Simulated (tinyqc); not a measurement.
Inside a calculation: strained quantum well: band edges, subbands and transparency. Values are carried at full precision from step to step, so a last printed digit may differ when a step is redone from the rounded ones.

Growth on (001), barriers unstrained: tr(e) = e (2 - nu2), Z = b e (1 + nu2); Ec = Ev + Eg + ac tr(e), E_HH = Ev + av tr(e) + Z, E_LH = Ev + av tr(e) - Z (coupling to the split-off band left out).

Constants: hbar^2/2m0 = 3.80998211 eV angstrom^2; hc = 1239.841984 eV nm; kB = 8.617333262e-05 eV/K.

Values chosen for the exercise (near those of an InGaAs/AlGaAs well; the results hold for these values, not for the real material):

| symbol | value | unit | meaning |
|---|---|---|---|
| e | -0.0204 |  | strain in the plane |
| nu2 | 0.962 |  | 2 C12/C11 |
| Eg | 1.009 | eV | unstrained gap of the well |
| Ev | -0.739 | eV | its valence edge |
| ac | -6.56 | eV |  |
| av | 1.11 | eV | Ev moves by av tr(e) |
| b | -1.94 | eV | shear potential |
| Egb | 1.665 | eV | gap of the barrier |
| Evb | -0.905 | eV | its valence edge |
| L | 80 | angstrom | well width |
| me | 0.0533 | m0 | electron mass |
| g1 | 10.76 |  | gamma1 |
| g2 | 3.93 |  | gamma2 |
| meb | 0.084 | m0 |  |
| g1b | 6.3 |  |  |
| g2b | 1.8 |  |  |
| T | 300 | K | temperature |
| Br | 1.7 | x 1e-4 cm^2/s | two-dimensional radiative coefficient |

## Strained band edges and offsets

Give tr(e), Z, the edges Ec, E_HH, E_LH and the well depths against the barrier.

tr(e) = -0.02118
Z = 0.0776 eV

Ec, E_HH, E_LH (eV): 0.4089  -0.6849  -0.8402

depths for e, HH, LH (eV): 0.3511  0.2201  0.0648

The well is under compression, which puts HH on top, by 155 meV; the gap becomes 1.0938 eV, +85 meV from the unstrained one.

## Subband edges

Masses along z: me, 1/(g1 - 2 g2) for HH, 1/(g1 + 2 g2) for LH, likewise in the barrier; in the plane me, 1/(g1 + g2) for HH and 1/(g1 - g2) for LH (no mixing, which understates the hole masses away from k = 0). Level n solves k L + 2 atan[(k/m)/(kappa/mb)] = n pi, k = sqrt(m E/c), kappa = sqrt(mb (V - E)/c), c = hbar^2/2m0.

Up to three electron, four HH and two LH levels, on the common energy scale, with their masses in the plane.

Subbands:

| level | E (eV) | m in the plane |
|---|---|---|
| e1 | 0.4616 | 0.0533 |
| e2 | 0.6165 | 0.0533 |
| hh1 | -0.6970 | 0.0681 |
| hh2 | -0.7330 | 0.0681 |
| hh3 | -0.7913 | 0.0681 |
| lh1 | -0.8649 | 0.1464 |
| hh4 | -0.8666 | 0.0681 |

lowest transition = 1.1585 eV
wavelength hc/E = 1070.2 nm

The top hole level is hh1, so the edge is mainly TE polarised; hh2 lies 36 meV lower.

## Transparency density

Transparency (Bernard-Duraffourg): Fc - Fv equals the lowest transition energy with n = p, n = sum m/(2 pi c) kB T ln(1 + exp((Fc - E)/kB T)) and p likewise over the listed subbands; c = hbar^2/2m0, 1/angstrom^2 = 1e16/cm^2.

Solve for u = (Fc - e1)/kB T; give n_tr, the share of holes in the top subband and the current e Br n_tr^2 (e = 1.602177e-19 C).

u = 0.371
n_tr = 0.518 x 1e12/cm^2
share = 0.745
current density = 7.3 A/cm^2

For mirror-image bands u = 0 and n_tr = me kB T ln2/(2 pi c) = 0.399 x 1e12/cm^2; the heavier or more numerous hole states raise it by a factor 1.30.

## Checks

- Transparency for equal single subbands against m kB T ln2/(2 pi c): both 0.3743.

(tinyqc, `OMP_NUM_THREADS=1 python tinyqc.py 1250989 1250990 out.jsonl`, Intel(R) Xeon(R) Processor @ 2.30GHz, 1 thread, shared host, about 0.02 s.)
